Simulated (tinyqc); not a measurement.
MOSFET in saturation, small-signal circuit and noise: one step of the calculation.

Bias by the inversion coefficient IC = I/Ispec (charge-based model with velocity saturation; weak inversion below 0.1, strong above 10). Common-source circuit: gm, gds, Cgs, Cgd and Cj at the inner nodes, Rg in series with the gate; quasi-static, no source or drain resistance, no gate-body capacitance, no substrate network, no induced gate noise, so fmax is an upper estimate.

Question. Capacitances, gate resistance and cut-off frequencies. qs = [sqrt(1 + 4 IC) - 1]/2, Cgs = Cox W L qs (2 qs + 3)/(3 (qs + 1)^2) + Cov W, Cgd = Cov W, Cd = Cj W, Rg = Rsh (Wf/L)/(12 Nf) + Rc/W with Nf = W/Wf fingers (not rounded) contacted at both ends. fT = gm/(2 pi (Cgs + Cgd)), fmax = fT/(2 sqrt(Rg (gds + 2 pi fT Cgd))).

Values chosen for this exercise:
- L = 65 nm (gate length)
- W = 10 um (total gate width)
- Cox = 2.21 uF/cm^2 (gate capacitance)
- Cov = 0.4 fF/um (overlap and fringe capacitance per side)
- Cj = 0.87 fF/um (drain junction capacitance)
- Rsh = 20 ohm (sheet resistance of the gate)
- Wf = 2 um (finger width)
- Rc = 200 ohm um (gate contact and vertical resistance)
- IC = 0.087 (inversion coefficient)

gm = 0.23050619 mS
gds = 0.012677840 mS

Give: Cgs; Cgd; Cd; Rg; fT; fmax.

Answer.

Cgs = 5.044 fF
Cgd = 4.000 fF
Cd = 8.700 fF
Rg = 30.26 ohm
fT = 4.056 GHz
fmax = 34.44 GHz

Overlap and fringe make up 88.5 % of the gate capacitance; fmax is 8.49 times fT.

tinyqc, about 0.01 s, one thread, Intel Xeon 2.30GHz (shared host): `OMP_NUM_THREADS=1 python tinyqc.py 2150062 2150063 out.jsonl`
